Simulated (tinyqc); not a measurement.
Born-von Karman spring model of a cubic crystal with one atom per cell: one step, computed by the program tinyqc. Command: `OMP_NUM_THREADS=1 python tinyqc.py 3022737 3022738 out.jsonl springs walk`. One thread of a shared host (Intel(R) Xeon(R) Processor @ 2.30GHz), about 0.1 s of CPU time with the checks.

First neighbours lie at a/2 (1,1,1) (8 of them), second at a (1,0,0) (6), with all permutations and signs; the volume per atom is Omega = a^3/2.

Problem. Sound velocities. rho = M/Omega and v = sqrt(C/rho), with C = C11, C44, C44 along [100]; (C11 + C12 + 2 C44)/2, C44, (C11 - C12)/2 along [110]; (C11 + 2 C12 + 4 C44)/3 and twice (C11 - C12 + C44)/3 along [111].

Inputs (values chosen for the exercise, for a model crystal): lattice constant a = 5.08 angstrom; atomic mass M = 97.4 u.

Lattice: bcc.

C11 = 102.1861 GPa

C44 = 32.80047 GPa

C12 = 32.80047 GPa

Constants: u = 1.6605390666e-27 kg.

Give: density rho; Velocities (m/s).

Solution.

density rho = 2467 kg/m^3

Velocities (m/s):
```
direction  longitudinal  transverse 1  transverse 2
[100]              6435          3646          3646
[110]              6375          3646          3750
[111]              6355          3715          3715
```

Along [110] the two transverse waves differ by a factor sqrt(2 C44/(C11 - C12)) = 0.972.
